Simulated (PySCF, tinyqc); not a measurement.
Worked calculation (part 1 of 2): MP2 on RHF in the 6-31g basis, for H4, spin multiplicity 1. The lowest restricted solution is unstable here: a spin-polarised one lies 0.0055 hartree lower (PySCF). Computed by tinyqc, a small Python program that keeps every step (integrals from PySCF). Settings: charge = 0, multiplicity = 1, basis = 6-31g, method = RHF, energy threshold = 1e-10, iteration cap = 63, orthogonalisation = symmetric, start = Wolfsberg-Helmholz matrix, DIIS depth = 6. Command: `OMP_NUM_THREADS=1 python tinyqc.py 23472 23473 out.jsonl` (the two numbers bound the seeds that draw the settings). One thread of a shared host (Intel(R) Xeon(R) Processor @ 2.60GHz), about 0.1 s of CPU time with the checks. The early iterations of the SCF are left out here.

## One-electron integrals

Geometry (angstrom):

| atom | x | y | z |
|---|---|---|---|
| H | 0.0000 | 0.0000 | 0.0000 |
| H | 0.0000 | 0.0000 | 1.0820 |
| H | 0.0000 | 1.4990 | 0.0000 |
| H | 0.0000 | 1.4990 | 1.0820 |

Basis 6-31g: exponents (1/bohr^2) and contraction coefficients of normalised primitives:

| element | l (shell) | exponent | coefficient |
|---|---|---|---|
| H | s (1) | 18.7311 | 0.0335 |
| H | s (1) | 2.8254 | 0.2347 |
| H | s (1) | 0.6401 | 0.8138 |
| H | s (2) | 0.1613 | 1.0000 |

Overlap, kinetic and nuclear-attraction integrals over the contracted functions; the nuclear repulsion is the sum of Za Zb / Rab.

nuclear repulsion = 2.256670 hartree

overlap S, lower triangle:
```
        1H 1s   1H 2s   2H 1s   2H 2s   3H 1s   3H 2s   4H 1s   4H 2s
1H 1s  1.0000
1H 2s  0.6583  1.0000
2H 1s  0.2042  0.3800  1.0000
2H 2s  0.3800  0.7138  0.6583  1.0000
3H 1s  0.0548  0.2295  0.0138  0.1327  1.0000
3H 2s  0.2295  0.5236  0.1327  0.3737  0.6583  1.0000
4H 1s  0.0138  0.1327  0.0548  0.2295  0.2042  0.3800  1.0000
4H 2s  0.1327  0.3737  0.2295  0.5236  0.3800  0.7138  0.6583  1.0000
```

kinetic energy T (hartree), lower triangle:
```
         1H 1s    1H 2s    2H 1s    2H 2s    3H 1s   3H 2s   4H 1s   4H 2s
1H 1s   1.3957
1H 2s   0.2597   0.2419
2H 1s  -0.0060   0.0947   1.3957
2H 2s   0.0947   0.1339   0.2597   0.2419
3H 1s  -0.0462   0.0268  -0.0228  -0.0035   1.3957
3H 2s   0.0268   0.0720  -0.0035   0.0311   0.2597  0.2419
4H 1s  -0.0228  -0.0035  -0.0462   0.0268  -0.0060  0.0947  1.3957
4H 2s  -0.0035   0.0311   0.0268   0.0720   0.0947  0.1339  0.2597  0.2419
```

nuclear attraction V (hartree), lower triangle:
```
         1H 1s    1H 2s    2H 1s    2H 2s    3H 1s    3H 2s    4H 1s    4H 2s
1H 1s  -2.7812
1H 2s  -1.4823  -1.7105
2H 1s  -0.5163  -0.8781  -2.7812
2H 2s  -0.8781  -1.2884  -1.4823  -1.7105
3H 1s  -0.1225  -0.5185  -0.0316  -0.3085  -2.7812
3H 2s  -0.5185  -0.9523  -0.3085  -0.7184  -1.4823  -1.7105
4H 1s  -0.0316  -0.3085  -0.1225  -0.5185  -0.5163  -0.8781  -2.7812
4H 2s  -0.3085  -0.7184  -0.5185  -0.9523  -0.8781  -1.2884  -1.4823  -1.7105
```

core Hamiltonian H = T + V (hartree), lower triangle:
```
         1H 1s    1H 2s    2H 1s    2H 2s    3H 1s    3H 2s    4H 1s    4H 2s
1H 1s  -1.3855
1H 2s  -1.2225  -1.4686
2H 1s  -0.5223  -0.7834  -1.3855
2H 2s  -0.7834  -1.1545  -1.2225  -1.4686
3H 1s  -0.1687  -0.4917  -0.0545  -0.3121  -1.3855
3H 2s  -0.4917  -0.8803  -0.3121  -0.6873  -1.2225  -1.4686
4H 1s  -0.0545  -0.3121  -0.1687  -0.4917  -0.5223  -0.7834  -1.3855
4H 2s  -0.3121  -0.6873  -0.4917  -0.8803  -0.7834  -1.1545  -1.2225  -1.4686
```

## Two-electron integrals

Functions are numbered as in S; the eight-fold symmetry (ij|kl) = (ji|kl) = (kl|ij) leaves the list below.

Two-electron integrals (ij|kl) in chemists' order, unique and non-zero (hartree):
```
(11|11) 1.0766     (21|11) 0.5785     (21|21) 0.3294     (22|11) 0.5874
(22|21) 0.3613     (22|22) 0.4532     (31|11) 0.1601     (31|21) 0.0941
(31|22) 0.1078     (31|31) 0.0385     (32|11) 0.2101     (32|21) 0.1318
(32|22) 0.1702     (32|31) 0.0595     (32|32) 0.1087     (33|11) 0.4836
(33|21) 0.3120     (33|22) 0.4241     (33|31) 0.1601     (33|32) 0.3236
(33|33) 1.0766     (41|11) 0.3236     (41|21) 0.1856     (41|22) 0.2059
(41|31) 0.0595     (41|32) 0.0859     (41|33) 0.2101     (41|41) 0.1087
(42|11) 0.3827     (42|21) 0.2381     (42|22) 0.3062     (42|31) 0.0838
(42|32) 0.1437     (42|33) 0.3827     (42|41) 0.1437     (42|42) 0.2309
(43|11) 0.3120     (43|21) 0.1998     (43|22) 0.2704     (43|31) 0.0941
(43|32) 0.1856     (43|33) 0.5785     (43|41) 0.1318     (43|42) 0.2381
(43|43) 0.3294     (44|11) 0.4241     (44|21) 0.2704     (44|22) 0.3690
(44|31) 0.1078     (44|32) 0.2059     (44|33) 0.5874     (44|41) 0.1702
(44|42) 0.3062     (44|43) 0.3613     (44|44) 0.4532     (51|11) 0.0358
(51|21) 0.0219     (51|22) 0.0268     (51|31) 0.0062     (51|32) 0.0093
(51|33) 0.0220     (51|41) 0.0124     (51|42) 0.0177     (51|43) 0.0143
(51|44) 0.0204     (51|51) 0.0027     (52|11) 0.0982     (52|21) 0.0634
(52|22) 0.0881     (52|31) 0.0184     (52|32) 0.0304     (52|33) 0.0745
(52|41) 0.0362     (52|42) 0.0595     (52|43) 0.0488     (52|44) 0.0719
(52|51) 0.0090     (52|52) 0.0393     (53|11) 0.0076     (53|21) 0.0048
(53|22) 0.0062     (53|31) 0.0018     (53|32) 0.0030     (53|33) 0.0077
(53|41) 0.0030     (53|42) 0.0048     (53|43) 0.0048     (53|44) 0.0062
(53|51) 0.0006     (53|52) 0.0019     (53|53) 1.70e-04   (54|11) 0.0561
(54|21) 0.0363     (54|22) 0.0506     (54|31) 0.0112     (54|32) 0.0189
(54|33) 0.0467     (54|41) 0.0212     (54|42) 0.0356     (54|43) 0.0306
(54|44) 0.0443     (54|51) 0.0051     (54|52) 0.0222     (54|53) 0.0012
(54|54) 0.0131     (55|11) 0.3528     (55|21) 0.2316     (55|22) 0.3398
(55|31) 0.0676     (55|32) 0.1156     (55|33) 0.2862     (55|41) 0.1325
(55|42) 0.2306     (55|43) 0.1884     (55|44) 0.2833     (55|51) 0.0358
(55|52) 0.1899     (55|53) 0.0077     (55|54) 0.1065     (55|55) 1.0766
(61|11) 0.1899     (61|21) 0.1097     (61|22) 0.1229     (61|31) 0.0313
(61|32) 0.0446     (61|33) 0.1057     (61|41) 0.0619     (61|42) 0.0811
(61|43) 0.0679     (61|44) 0.0926     (61|51) 0.0090     (61|52) 0.0266
(61|53) 0.0019     (61|54) 0.0152     (61|55) 0.0982     (61|61) 0.0393
(62|11) 0.2597     (62|21) 0.1630     (62|22) 0.2140     (62|31) 0.0485
(62|32) 0.0788     (62|33) 0.1963     (62|41) 0.0931     (62|42) 0.1452
(62|43) 0.1264     (62|44) 0.1773     (62|51) 0.0164     (62|52) 0.0618
(62|53) 0.0038     (62|54) 0.0353     (62|55) 0.2597     (62|61) 0.0618
(62|62) 0.1242     (63|11) 0.0709     (63|21) 0.0447     (63|22) 0.0583
(63|31) 0.0198     (63|32) 0.0363     (63|33) 0.1065     (63|41) 0.0290
(63|42) 0.0491     (63|43) 0.0619     (63|44) 0.0702     (63|51) 0.0036
(63|52) 0.0122     (63|53) 0.0012     (63|54) 0.0077     (63|55) 0.0467
(63|61) 0.0160     (63|62) 0.0296     (63|63) 0.0131     (64|11) 0.1714
(64|21) 0.1084     (64|22) 0.1452     (64|31) 0.0373     (64|32) 0.0652
(64|33) 0.1714     (64|41) 0.0652     (64|42) 0.1090     (64|43) 0.1084
(64|44) 0.1452     (64|51) 0.0107     (64|52) 0.0409     (64|53) 0.0029
(64|54) 0.0247     (64|55) 0.1714     (64|61) 0.0409     (64|62) 0.0839
(64|63) 0.0247     (64|64) 0.0633     (65|11) 0.2316     (65|21) 0.1516
(65|22) 0.2203     (65|31) 0.0444     (65|32) 0.0759     (65|33) 0.1884
(65|41) 0.0867     (65|42) 0.1500     (65|43) 0.1239     (65|44) 0.1853
(65|51) 0.0219     (65|52) 0.1097     (65|53) 0.0048     (65|54) 0.0619
(65|55) 0.5785     (65|61) 0.0634     (65|62) 0.1630     (65|63) 0.0306
(65|64) 0.1084     (65|65) 0.3294     (66|11) 0.3398     (66|21) 0.2203
(66|22) 0.3150     (66|31) 0.0657     (66|32) 0.1128     (66|33) 0.2833
(66|41) 0.1263     (66|42) 0.2164     (66|43) 0.1853     (66|44) 0.2727
(66|51) 0.0268     (66|52) 0.1229     (66|53) 0.0062     (66|54) 0.0702
(66|55) 0.5874     (66|61) 0.0881     (66|62) 0.2140     (66|63) 0.0443
(66|64) 0.1452     (66|65) 0.3613     (66|66) 0.4532     (71|11) 0.0077
(71|21) 0.0048     (71|22) 0.0062     (71|31) 0.0018     (71|32) 0.0030
(71|33) 0.0076     (71|41) 0.0030     (71|42) 0.0048     (71|43) 0.0048
(71|44) 0.0062     (71|51) 0.0006     (71|52) 0.0019     (71|53) 1.70e-04
(71|54) 0.0012     (71|55) 0.0076     (71|61) 0.0019     (71|62) 0.0038
(71|63) 0.0012     (71|64) 0.0029     (71|65) 0.0048     (71|66) 0.0062
(71|71) 1.70e-04   (72|11) 0.0467     (72|21) 0.0306     (72|22) 0.0443
(72|31) 0.0112     (72|32) 0.0212     (72|33) 0.0561     (72|41) 0.0189
(72|42) 0.0356     (72|43) 0.0363     (72|44) 0.0506     (72|51) 0.0036
(72|52) 0.0160     (72|53) 0.0012     (72|54) 0.0104     (72|55) 0.0709
(72|61) 0.0122     (72|62) 0.0296     (72|63) 0.0089     (72|64) 0.0247
(72|65) 0.0447     (72|66) 0.0583     (72|71) 0.0012     (72|72) 0.0131
(73|11) 0.0220     (73|21) 0.0143     (73|22) 0.0204     (73|31) 0.0062
(73|32) 0.0124     (73|33) 0.0358     (73|41) 0.0093     (73|42) 0.0177
(73|43) 0.0219     (73|44) 0.0268     (73|51) 0.0014     (73|52) 0.0055
(73|53) 0.0006     (73|54) 0.0036     (73|55) 0.0220     (73|61) 0.0055
(73|62) 0.0120     (73|63) 0.0051     (73|64) 0.0107     (73|65) 0.0143
(73|66) 0.0204     (73|71) 0.0006     (73|72) 0.0051     (73|73) 0.0027
(74|11) 0.0745     (74|21) 0.0488     (74|22) 0.0719     (74|31) 0.0184
(74|32) 0.0362     (74|33) 0.0982     (74|41) 0.0304     (74|42) 0.0595
(74|43) 0.0634     (74|44) 0.0881     (74|51) 0.0055     (74|52) 0.0242
(74|53) 0.0019     (74|54) 0.0160     (74|55) 0.1057     (74|61) 0.0192
(74|62) 0.0470     (74|63) 0.0152     (74|64) 0.0409     (74|65) 0.0679
(74|66) 0.0926     (74|71) 0.0019     (74|72) 0.0222     (74|73) 0.0090
(74|74) 0.0393     (75|11) 0.0676     (75|21) 0.0444     (75|22) 0.0657
(75|31) 0.0146     (75|32) 0.0265     (75|33) 0.0676     (75|41) 0.0265
(75|42) 0.0492     (75|43) 0.0444     (75|44) 0.0657     (75|51) 0.0062
(75|52) 0.0313     (75|53) 0.0018     (75|54) 0.0198     (75|55) 0.1601
(75|61) 0.0184     (75|62) 0.0485     (75|63) 0.0112     (75|64) 0.0373
(75|65) 0.0941     (75|66) 0.1078     (75|71) 0.0018     (75|72) 0.0198
(75|73) 0.0062     (75|74) 0.0313     (75|75) 0.0385     (76|11) 0.1156
(76|21) 0.0759     (76|22) 0.1128     (76|31) 0.0265     (76|32) 0.0505
(76|33) 0.1325     (76|41) 0.0462     (76|42) 0.0890     (76|43) 0.0867
(76|44) 0.1263     (76|51) 0.0093     (76|52) 0.0446     (76|53) 0.0030
(76|54) 0.0290     (76|55) 0.2101     (76|61) 0.0304     (76|62) 0.0788
(76|63) 0.0212     (76|64) 0.0652     (76|65) 0.1318     (76|66) 0.1702
(76|71) 0.0030     (76|72) 0.0363     (76|73) 0.0124     (76|74) 0.0619
(76|75) 0.0595     (76|76) 0.1087     (77|11) 0.2862     (77|21) 0.1884
(77|22) 0.2833     (77|31) 0.0676     (77|32) 0.1325     (77|33) 0.3528
(77|41) 0.1156     (77|42) 0.2306     (77|43) 0.2316     (77|44) 0.3398
(77|51) 0.0220     (77|52) 0.1057     (77|53) 0.0076     (77|54) 0.0709
(77|55) 0.4836     (77|61) 0.0745     (77|62) 0.1963     (77|63) 0.0561
(77|64) 0.1714     (77|65) 0.3120     (77|66) 0.4241     (77|71) 0.0077
(77|72) 0.1065     (77|73) 0.0358     (77|74) 0.1899     (77|75) 0.1601
(77|76) 0.3236     (77|77) 1.0766     (81|11) 0.1065     (81|21) 0.0619
(81|22) 0.0702     (81|31) 0.0198     (81|32) 0.0290     (81|33) 0.0709
(81|41) 0.0363     (81|42) 0.0491     (81|43) 0.0447     (81|44) 0.0583
(81|51) 0.0051     (81|52) 0.0152     (81|53) 0.0012     (81|54) 0.0089
(81|55) 0.0561     (81|61) 0.0222     (81|62) 0.0353     (81|63) 0.0104
(81|64) 0.0247     (81|65) 0.0363     (81|66) 0.0506     (81|71) 0.0012
(81|72) 0.0077     (81|73) 0.0036     (81|74) 0.0122     (81|75) 0.0112
(81|76) 0.0189     (81|77) 0.0467     (81|81) 0.0131     (82|11) 0.1714
(82|21) 0.1084     (82|22) 0.1452     (82|31) 0.0373     (82|32) 0.0652
(82|33) 0.1714     (82|41) 0.0652     (82|42) 0.1090     (82|43) 0.1084
(82|44) 0.1452     (82|51) 0.0107     (82|52) 0.0409     (82|53) 0.0029
(82|54) 0.0247     (82|55) 0.1714     (82|61) 0.0409     (82|62) 0.0839
(82|63) 0.0247     (82|64) 0.0633     (82|65) 0.1084     (82|66) 0.1452
(82|71) 0.0029     (82|72) 0.0247     (82|73) 0.0107     (82|74) 0.0409
(82|75) 0.0373     (82|76) 0.0652     (82|77) 0.1714     (82|81) 0.0247
(82|82) 0.0633     (83|11) 0.1057     (83|21) 0.0679     (83|22) 0.0926
(83|31) 0.0313     (83|32) 0.0619     (83|33) 0.1899     (83|41) 0.0446
(83|42) 0.0811     (83|43) 0.1097     (83|44) 0.1229     (83|51) 0.0055
(83|52) 0.0192     (83|53) 0.0019     (83|54) 0.0122     (83|55) 0.0745
(83|61) 0.0242     (83|62) 0.0470     (83|63) 0.0222     (83|64) 0.0409
(83|65) 0.0488     (83|66) 0.0719     (83|71) 0.0019     (83|72) 0.0152
(83|73) 0.0090     (83|74) 0.0266     (83|75) 0.0184     (83|76) 0.0362
(83|77) 0.0982     (83|81) 0.0160     (83|82) 0.0409     (83|83) 0.0393
(84|11) 0.1963     (84|21) 0.1264     (84|22) 0.1773     (84|31) 0.0485
(84|32) 0.0931     (84|33) 0.2597     (84|41) 0.0788     (84|42) 0.1452
(84|43) 0.1630     (84|44) 0.2140     (84|51) 0.0120     (84|52) 0.0470
(84|53) 0.0038     (84|54) 0.0296     (84|55) 0.1963     (84|61) 0.0470
(84|62) 0.1012     (84|63) 0.0353     (84|64) 0.0839     (84|65) 0.1264
(84|66) 0.1773     (84|71) 0.0038     (84|72) 0.0353     (84|73) 0.0164
(84|74) 0.0618     (84|75) 0.0485     (84|76) 0.0931     (84|77) 0.2597
(84|81) 0.0296     (84|82) 0.0839     (84|83) 0.0618     (84|84) 0.1242
(85|11) 0.1325     (85|21) 0.0867     (85|22) 0.1263     (85|31) 0.0265
(85|32) 0.0462     (85|33) 0.1156     (85|41) 0.0505     (85|42) 0.0890
(85|43) 0.0759     (85|44) 0.1128     (85|51) 0.0124     (85|52) 0.0619
(85|53) 0.0030     (85|54) 0.0363     (85|55) 0.3236     (85|61) 0.0362
(85|62) 0.0931     (85|63) 0.0189     (85|64) 0.0652     (85|65) 0.1856
(85|66) 0.2059     (85|71) 0.0030     (85|72) 0.0290     (85|73) 0.0093
(85|74) 0.0446     (85|75) 0.0595     (85|76) 0.0859     (85|77) 0.2101
(85|81) 0.0212     (85|82) 0.0652     (85|83) 0.0304     (85|84) 0.0788
(85|85) 0.1087     (86|11) 0.2306     (86|21) 0.1500     (86|22) 0.2164
(86|31) 0.0492     (86|32) 0.0890     (86|33) 0.2306     (86|41) 0.0890
(86|42) 0.1605     (86|43) 0.1500     (86|44) 0.2164     (86|51) 0.0177
(86|52) 0.0811     (86|53) 0.0048     (86|54) 0.0491     (86|55) 0.3827
(86|61) 0.0595     (86|62) 0.1452     (86|63) 0.0356     (86|64) 0.1090
(86|65) 0.2381     (86|66) 0.3062     (86|71) 0.0048     (86|72) 0.0491
(86|73) 0.0177     (86|74) 0.0811     (86|75) 0.0838     (86|76) 0.1437
(86|77) 0.3827     (86|81) 0.0356     (86|82) 0.1090     (86|83) 0.0595
(86|84) 0.1452     (86|85) 0.1437     (86|86) 0.2309     (87|11) 0.1884
(87|21) 0.1239     (87|22) 0.1853     (87|31) 0.0444     (87|32) 0.0867
(87|33) 0.2316     (87|41) 0.0759     (87|42) 0.1500     (87|43) 0.1516
(87|44) 0.2203     (87|51) 0.0143     (87|52) 0.0679     (87|53) 0.0048
(87|54) 0.0447     (87|55) 0.3120     (87|61) 0.0488     (87|62) 0.1264
(87|63) 0.0363     (87|64) 0.1084     (87|65) 0.1998     (87|66) 0.2704
(87|71) 0.0048     (87|72) 0.0619     (87|73) 0.0219     (87|74) 0.1097
(87|75) 0.0941     (87|76) 0.1856     (87|77) 0.5785     (87|81) 0.0306
(87|82) 0.1084     (87|83) 0.0634     (87|84) 0.1630     (87|85) 0.1318
(87|86) 0.2381     (87|87) 0.3294     (88|11) 0.2833     (88|21) 0.1853
(88|22) 0.2727     (88|31) 0.0657     (88|32) 0.1263     (88|33) 0.3398
(88|41) 0.1128     (88|42) 0.2164     (88|43) 0.2203     (88|44) 0.3150
(88|51) 0.0204     (88|52) 0.0926     (88|53) 0.0062     (88|54) 0.0583
(88|55) 0.4241     (88|61) 0.0719     (88|62) 0.1773     (88|63) 0.0506
(88|64) 0.1452     (88|65) 0.2704     (88|66) 0.3690     (88|71) 0.0062
(88|72) 0.0702     (88|73) 0.0268     (88|74) 0.1229     (88|75) 0.1078
(88|76) 0.2059     (88|77) 0.5874     (88|81) 0.0443     (88|82) 0.1452
(88|83) 0.0881     (88|84) 0.2140     (88|85) 0.1702     (88|86) 0.3062
(88|87) 0.3613     (88|88) 0.4532
```

## Orthogonalisation

S = U s U^T; symmetric (Loewdin) form X = U s^(-1/2) U^T, so that X^T S X = 1.

eigenvalues of S: 0.0870  0.2112  0.2814  0.3897  0.8040  1.0616  1.6707  3.4942

X, lower triangle:
```
         1H 1s    1H 2s    2H 1s    2H 2s    3H 1s    3H 2s    4H 1s   4H 2s
1H 1s   1.2652
1H 2s  -0.5323   1.8465
2H 1s  -0.0152   0.0213   1.2652
2H 2s   0.0213  -0.6988  -0.5323   1.8465
3H 1s   0.0286   0.0259   0.0198   0.0039   1.2652
3H 2s   0.0259  -0.4986   0.0039   0.1894  -0.5323   1.8465
4H 1s   0.0198   0.0039   0.0286   0.0259  -0.0152   0.0213   1.2652
4H 2s   0.0039   0.1894   0.0259  -0.4986   0.0213  -0.6988  -0.5323  1.8465
```

## Iteration 7 (converged): orbitals

converged F (hartree), lower triangle:
```
         1H 1s    1H 2s    2H 1s    2H 2s    3H 1s    3H 2s    4H 1s    4H 2s
1H 1s   0.0845
1H 2s  -0.4296  -0.3595
2H 1s  -0.3864  -0.4045   0.0845
2H 2s  -0.4045  -0.4006  -0.4296  -0.3595
3H 1s  -0.0998  -0.2070  -0.0513  -0.1748   0.0845
3H 2s  -0.2070  -0.2721  -0.1748  -0.2740  -0.4296  -0.3595
4H 1s  -0.0513  -0.1748  -0.0998  -0.2070  -0.3864  -0.4045   0.0845
4H 2s  -0.1748  -0.2740  -0.2070  -0.2721  -0.4045  -0.4006  -0.4296  -0.3595
```

Diagonalise F' = X^T F X, C = X C', fill 2 alpha and 2 beta electrons from the bottom; D = 2 C_occ C_occ^T. Each column has its largest component positive (the first on a tie).

F' = X^T F X (hartree), lower triangle:
```
         1        2        3        4        5        6        7       8
1   0.5991
2  -0.5899   0.2774
3  -0.2184  -0.1365   0.5991
4  -0.1365  -0.1909  -0.5899   0.2774
5   0.0240  -0.0503   0.0489  -0.0184   0.5991
6  -0.0503  -0.1078  -0.0184  -0.0203  -0.5899   0.2774
7   0.0489  -0.0184   0.0240  -0.0503  -0.2184  -0.1365   0.5991
8  -0.0184  -0.0203  -0.0503  -0.1078  -0.1365  -0.1909  -0.5899  0.2774
```

orbital energies (hartree): MO1 -0.6269, MO2 -0.3983, MO3 0.0595, MO4 0.2539, MO5 0.9205, MO6 1.0388, MO7 1.1138, MO8 1.1443

coefficients C:
```
          MO1      MO2      MO3      MO4      MO5      MO6      MO7      MO8
1H 1s  0.1910   0.2118   0.1342   0.1362  -0.6239   0.6655  -0.6842  -0.6845
1H 2s  0.1950   0.3487   0.6276   1.1467   0.6944  -0.4423   0.7343   1.1753
2H 1s  0.1910   0.2118  -0.1342  -0.1362  -0.6239   0.6655   0.6842   0.6845
2H 2s  0.1950   0.3487  -0.6276  -1.1467   0.6944  -0.4423  -0.7343  -1.1753
3H 1s  0.1910  -0.2118   0.1342  -0.1362   0.6239   0.6655  -0.6842   0.6845
3H 2s  0.1950  -0.3487   0.6276  -1.1467  -0.6944  -0.4423   0.7343  -1.1753
4H 1s  0.1910  -0.2118  -0.1342   0.1362   0.6239   0.6655   0.6842  -0.6845
4H 2s  0.1950  -0.3487  -0.6276   1.1467  -0.6944  -0.4423  -0.7343   1.1753
```

D after iteration 7, lower triangle:
```
         1H 1s    1H 2s    2H 1s    2H 2s   3H 1s   3H 2s   4H 1s   4H 2s
1H 1s   0.1626
1H 2s   0.2221   0.3192
2H 1s   0.1626   0.2221   0.1626
2H 2s   0.2221   0.3192   0.2221   0.3192
3H 1s  -0.0167  -0.0732  -0.0167  -0.0732  0.1626
3H 2s  -0.0732  -0.1671  -0.0732  -0.1671  0.2221  0.3192
4H 1s  -0.0167  -0.0732  -0.0167  -0.0732  0.1626  0.2221  0.1626
4H 2s  -0.0732  -0.1671  -0.0732  -0.1671  0.2221  0.3192  0.2221  0.3192
```

## Convergence

Stop when the energy changes by less than 1e-10 hartree and every element of the error matrix X^T (F D S - S D F) X is below 3e-06.

Course of the cycle:

| iteration | E (hartree) | change | largest element of the error matrix |
|---|---|---|---|
| 1 | -2.009684 | - | 1.44e-01 |
| 2 | -2.077027 | -6.73e-02 | 2.52e-02 |
| 3 | -2.079112 | -2.09e-03 | 1.12e-04 |
| 4 | -2.079113 | -5.19e-08 | 2.34e-05 |
| 5 | -2.079113 | -3.59e-09 | 4.72e-06 |
| 6 | -2.079113 | -1.04e-10 | 2.64e-06 |
| 7 | -2.079113 | -2.52e-11 | 1.81e-06 |

PySCF RHF in the same basis = -2.079113 hartree

Converged in 7 iterations.
